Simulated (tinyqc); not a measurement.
From results back to parameters: five-level k.p model folded onto the conduction band. Two cases, with inputs chosen for the exercise.

Problem. The levels are known; the mass and the g factor at E = Eg are given. Find Ep and Ep2.

Second-order sums for the lowest conduction level at E: 1/m = 1 + Cm + (Ep/3)(2/E + 1/(E + Dso)) - (Ep2/3)(2/(E7 + D2 - E) + 1/(E7 - E)); g/2 = 1 + Cg - (Ep/3)(1/E - 1/(E + Dso)) - (Ep2/3)(1/(E7 - E) - 1/(E7 + D2 - E)). E is counted from the top of the valence band; E = Eg at the edge.

Find: coefficients of (Ep, Ep2); right-hand sides 1/m - 1 - Cm and 1 + Cg - g/2; Ep, Ep2.

Method. Both sums are linear in Ep and Ep2, so two equations fix them.

Case 1.

Values chosen (near those of InAs; the results hold for these values, not for the real material):
- Eg = 0.422 eV (gap at Gamma to the s-like level)
- Dso = 0.384 eV (spin-orbit splitting)
- E7 = 4.47 eV (upper Gamma7 conduction level, from the valence top)
- D2 = 0.16 eV (its spin-orbit splitting, Gamma8 above Gamma7)
- Cm = -2 (remote term in 1/m)
- Cg = 0 (remote term in g/2)

m = 0.02509723 m0
g = -14.073378

Solution.

coefficients of (Ep, Ep2) (1/eV):
```
         1         2
1  1.99334  -0.24077
2  0.37632   0.00313
```

right-hand sides 1/m - 1 - Cm and 1 + Cg - g/2: 40.8450  8.0367

Ep, Ep2 (eV): 21.30  6.70

Case 2.

Values chosen (near those of CdTe; the results hold for these values, not for the real material):
- Eg = 1.622 eV (gap at Gamma to the s-like level)
- Dso = 0.923 eV (spin-orbit splitting)
- E7 = 5.2 eV (upper Gamma7 conduction level, from the valence top)
- D2 = 0.29 eV (its spin-orbit splitting, Gamma8 above Gamma7)
- Cm = -0.4 (remote term in 1/m)
- Cg = 0 (remote term in g/2)

m = 0.09697909 m0
g = -0.827542

Solution.

coefficients of (Ep, Ep2) (1/eV):
```
         1         2
1  0.54199  -0.26552
2  0.07453   0.00698
```

right-hand sides 1/m - 1 - Cm and 1 + Cg - g/2: 9.7115  1.4138

Ep, Ep2 (eV): 18.80  1.80

Computed by tinyqc, one run a case: `OMP_NUM_THREADS=1 python tinyqc.py N N+1 out.jsonl` with N = 1051171, 1051206; one thread of a shared Intel(R) Xeon(R) Processor @ 2.30GHz, about 0.01 s a run at most.
